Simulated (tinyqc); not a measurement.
Inside a calculation. Model: switching kinetics of a ferroelectric film and the memory window of a ferroelectric gate stack. Computed by tinyqc, a small Python program that keeps every step. Command: `OMP_NUM_THREADS=1 python tinyqc.py 3022210 3022211 out.jsonl feswitch walk`. One thread of a shared host (Intel(R) Xeon(R) Processor @ 2.30GHz), about 0.02 s of CPU time with the checks. Intermediate numbers are printed to about 7 digits and carried at full precision; extremes and crossings named in words are read from the listed rows.

Fields in MV/cm; 1 microcoulomb/cm^2 over eps_0 is 11.29409 MV/cm. In the stack (metal, ferroelectric, interlayer, channel) the channel is taken as a conductor.

Inputs (values chosen for the exercise, for a model film):

| quantity | value | unit |
|---|---|---|
| saturation polarisation P_s | 32 | microcoulomb/cm^2 |
| ratio P_r/P_s | 0.94 | - |
| coercive field E_c | 0.89 | MV/cm |
| permittivity of the ferroelectric eps_F | 28 | - |
| thickness t_F | 15 | nm |
| permittivity of the interlayer eps_I | 3.9 | - |
| interlayer thickness t_I | 1.7 | nm |
| share s of P screened by trapped charge | 0.67 | - |
| pulse height V | 5.8 | V |
| time constant t_inf | 3.2e-10 | s |
| activation field E_a | 4.1 | MV/cm |
| Merz exponent alpha | 2 | - |
| dimension n | 2 | - |
| half width w of log10 t | 0.33 | - |
| pulse length t_p | 9.1e-08 | s |
| breakdown field of the interlayer | 11 | MV/cm |

Kinetics: nucleation-limited (NLS).

## The hysteresis loop

Saturated branches: P(E) = P_s tanh[(E -/+ E_c)/(2 delta)], delta = E_c/ln[(1 + P_r/P_s)/(1 - P_r/P_s)]; D = P + eps_0 eps_F E.

delta = 0.2560342 MV/cm

P on both branches (microcoulomb/cm^2) at E/E_c = -3, -2, -1, -0.5, 0, 0.5, 1, 1.5, 2, 3:

| E (MV/cm) | rising branch | falling branch |
|---|---|---|
| -2.670 | -31.99994 | -31.93884 |
| -1.780 | -31.99811 | -30.08000 |
| -0.890 | -31.93884 | 0.00000 |
| -0.445 | -31.65378 | 22.42810 |
| 0.000 | -30.08000 | 30.08000 |
| 0.445 | -22.42810 | 31.65378 |
| 0.890 | 0.00000 | 31.93884 |
| 1.335 | 22.42810 | 31.98924 |
| 1.780 | 30.08000 | 31.99811 |
| 2.670 | 31.93884 | 31.99994 |

peak differential permittivity eps_F + P_s/(2 delta eps_0) = 733.7865

## Memory window

At threshold the channel charge is negligible, so D = 0 on each branch: (1 - s) P(E) + eps_0 eps_F E = 0, with the screened share s. The rising branch has the root E0 between 0 and E_c; window = 2 E0 t_F; its upper bound is 2 E_c t_F.

field E0 = 0.7934819 MV/cm

memory window = 2.380446 V

bound 2 E_c t_F = 2.67 V

fixed-charge estimate 2 (1 - s) P_r t_F/(eps_0 eps_F) = 12.01175 V

The window is limited by the coercive field: more polarisation would add little.

## Fields in the stack

Series stack: V = E_F t_F + E_I t_I and eps_I E_I = eps_F E_F + (1 - s) P/eps_0. Before switching P = -P_r, after it P = +P_s; in retention V = 0 and P = +P_r.

E_F before switching = 3.928242 MV/cm

E_F after switching = 0.2210036 MV/cm

E_I after switching = 32.16762 MV/cm

depolarising field in retention = 1.796291 MV/cm

depolarising field over E_c = 2.018304

The interlayer field exceeds its breakdown field. E_F ends below E_c, so the film settles on a minor loop. The depolarising field exceeds E_c, so P_r cannot be retained. Caution: the interlayer field exceeds its breakdown field, so charge injection would change the fields. Caution: E_F after switching lies below E_c, so switching stalls before P_s and that state is not reached. Caution: a depolarising field above E_c switches the film back, so P_r is not held.

## Switched share after the pulse

Merz's law: t1 = t_inf exp[(E_a/E)^alpha] at the mean of the fields before and after switching. NLS: switched share = integral of [1 - exp(-(t/tau)^n)] F(z) dz over z = log10 tau, with the Lorentzian F = (1/pi) w/[(z - log10 t1)^2 + w^2].

mean field = 2.074623 MV/cm

switching time t1 = 1.589781e-08 s

switched share = 0.8777823

t_p is 5.7 t1. A field higher by 10 % would shorten t1 by a factor 2.0. The step approximation 1/2 + arctan[log10(t_p/t1)/w]/pi gives 0.869. Caution: the field changes much during switching, so one mean field is a crude stand-in.

## KAI against NLS in time

KAI: 1 - exp[-(t/t1)^n]. NLS: the same kernel averaged over the Lorentzian F = (1/pi) w/[(z - log10 t1)^2 + w^2] in z = log10 tau.

Switched share:

| log10(t/t1) | KAI | NLS |
|---|---|---|
| -3.0 | 0.000001 | 0.0367793 |
| -2.0 | 0.000100 | 0.0571131 |
| -1.0 | 0.009950 | 0.1301096 |
| -0.5 | 0.095163 | 0.2680161 |
| -0.2 | 0.328410 | 0.4355528 |
| 0.0 | 0.632121 | 0.5753892 |
| 0.2 | 0.918885 | 0.7042630 |
| 0.5 | 0.999955 | 0.8267353 |
| 1.0 | 1.000000 | 0.9047772 |
| 2.0 | 1.000000 | 0.9502245 |
| 3.0 | 1.000000 | 0.9662708 |

KAI goes from 10 to 90 % within 0.67 decades of time; a Lorentzian of this width needs about 2 w tan(0.4 pi) = 2.0 decades. Three decades after t1, 3.4 % of the NLS film has not switched, and three decades before it 3.7 % already has: the tails set write margins and disturb errors.

## Interlayer thickness

Series stack: V = E_F t_F + E_I t_I and eps_I E_I = eps_F E_F + (1 - s) P/eps_0. E_I is for P = +P_s at the pulse height, the depolarising field for P = +P_r at V = 0; V needed puts E_F = 1.5 E_c after switching.

Stack against t_I:

| t_I (nm) | E_F after (MV/cm) | E_I (MV/cm) | depolarising field / E_c | V needed (V) |
|---|---|---|---|---|
| 0.3 | 2.846343 | 51.01620 | 0.564870 | 3.20747 |
| 0.5 | 2.297479 | 47.07564 | 0.868730 | 4.01078 |
| 0.8 | 1.616657 | 42.18769 | 1.245646 | 5.21574 |
| 1.2 | 0.902077 | 37.05737 | 1.641250 | 6.82236 |
| 1.6 | 0.342450 | 33.03953 | 1.951069 | 8.42899 |
| 2.0 | -0.107696 | 29.80772 | 2.200278 | 10.03561 |
| 3.0 | -0.923486 | 23.95076 | 2.651914 | 14.05216 |

Each nanometre of interlayer costs 4.02 V, against 0.13 V for a nanometre of ferroelectric. The depolarising field grows from 0.56 to 2.65 E_c. At E_F = 1.5 E_c the interlayer carries (1.5 eps_F E_c + (1 - s) P_s/eps_0)/eps_I = 40.2 MV/cm whatever its thickness, above its breakdown field of 11 MV/cm, so the voltages in the last column could not be applied without breakdown. Caution: rows with E_I above the breakdown field of the interlayer cannot be reached without charge injection. Caution: where E_F after switching is below E_c the switching stalls before P_s, and where the depolarising field exceeds E_c the state switches back, so those rows describe states that are not held.

Checks made by the program: the remanence (relative difference below 1e-10).
